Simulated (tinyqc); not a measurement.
From results back to parameters: thin (001) film in sp3s* tight binding with raised dangling bonds. Three cases, with inputs chosen for the exercise.

Problem. The gap of a passivated film (lowest level above mid-gap less highest below, mid-gap being half the lower bulk edge) belongs to a hidden number of planes between 6 and 45.

Planes alternate anion (a), cation (c) along [001], a/4 apart, starting with an anion; zero in-plane momentum; levels counted from the bulk Ev, the lower root of [[Epa, Vxx], [Vxx, Epc]]; no spin-orbit coupling. Block of s, pz, s*: from an anion to the cation above, Vss/2 (s,s), Vsapc/2 (s,z), -Vscpa/2 (z,s), Vxx/2 (z,z), Vxapc/2 (s*,z), -Vpaxc/2 (z,s*); to the cation below the same with the s-z and s*-z signs reversed. Block of u = (px + py)/sqrt2 and v = (px - py)/sqrt2: to the cation above (Vxx + Vxy)/2 for u and (Vxx - Vxy)/2 for v, to the cation below the reverse. Each surface atom has two dangling sp3 hybrids; raising both by dl adds (dl/2) [[1, t], [t, 1]] to its s, pz levels (t = -1 at the bottom face, +1 at the top) and dl to the one of u, v in whose plane the missing bonds lie (v for a bottom anion or a top cation, u for a top anion).

Find: N; thickness N a/4.

Case 1.

Values chosen (out of a larger set: near a published set for GaAs, fitted to gaps, whose masses and valley positions are rough; not measured data): p = (-8.374, 1.045, -2.637, 3.661, 8.567, 6.747, -6.461, 1.962, 5.094, 4.504, 5.802, 4.838, 4.793) eV (order Esa, Epa, Esc, Epc, Exa, Exc, Vss, Vxx, Vxy, Vsapc, Vscpa, Vxapc, Vpaxc); dp = 30 eV (value of dl for the passivated films); a = 5.652 angstrom (lattice constant).

edges (eV): Gamma 1.5687, Delta 2.0352

gap of the film = 1.6726 eV

Solution.

N = 31
thickness N a/4 = 43.80 angstrom

Computing the films in turn gives 1.6812, 1.6726 and 1.6707 eV for N = 30, 31 and 32; no other N in the range comes within 1 meV.

Case 2.

Values chosen (out of a larger set: near a published set for SiC, fitted to gaps, whose masses and valley positions are rough; not measured data): p = (-8.483, 2.127, -4.856, 4.35, 9.691, 9.309, -12.422, 3.03, 5.9, 9.461, 9.23, 8.705, 4.391) eV (order Esa, Epa, Esc, Epc, Exa, Exc, Vss, Vxx, Vxy, Vsapc, Vscpa, Vxapc, Vpaxc); dp = 30 eV (value of dl for the passivated films); a = 4.361 angstrom (lattice constant).

edges (eV): Gamma 5.8731, Delta 2.3201

gap of the film = 2.3794 eV

Solution.

N = 29
thickness N a/4 = 31.62 angstrom

Computing the films in turn gives 2.3815, 2.3794 and 2.3740 eV for N = 28, 29 and 30; no other N in the range comes within 1 meV.

Case 3.

Values chosen (out of a larger set: near a published set for GaAs, fitted to gaps, whose masses and valley positions are rough; not measured data): p = (-8.312, 1.044, -2.651, 3.678, 8.576, 6.723, -6.46, 1.952, 5.072, 4.468, 5.797, 4.824, 4.807) eV (order Esa, Epa, Esc, Epc, Exa, Exc, Vss, Vxx, Vxy, Vsapc, Vscpa, Vxapc, Vpaxc); dp = 30 eV (value of dl for the passivated films); a = 5.655 angstrom (lattice constant).

edges (eV): Gamma 1.5651, Delta 2.0372

gap of the film = 1.6510 eV

Solution.

N = 35
thickness N a/4 = 49.48 angstrom

Computing the films in turn gives 1.6576, 1.6510 and 1.6498 eV for N = 34, 35 and 36; no other N in the range comes within 1 meV.

Computed by tinyqc, one run a case: `OMP_NUM_THREADS=1 python tinyqc.py N N+1 out.jsonl` with N = 1452260, 1452365, 1452376; one thread of a shared Intel(R) Xeon(R) Processor @ 2.30GHz, about 0.4 s a run at most.
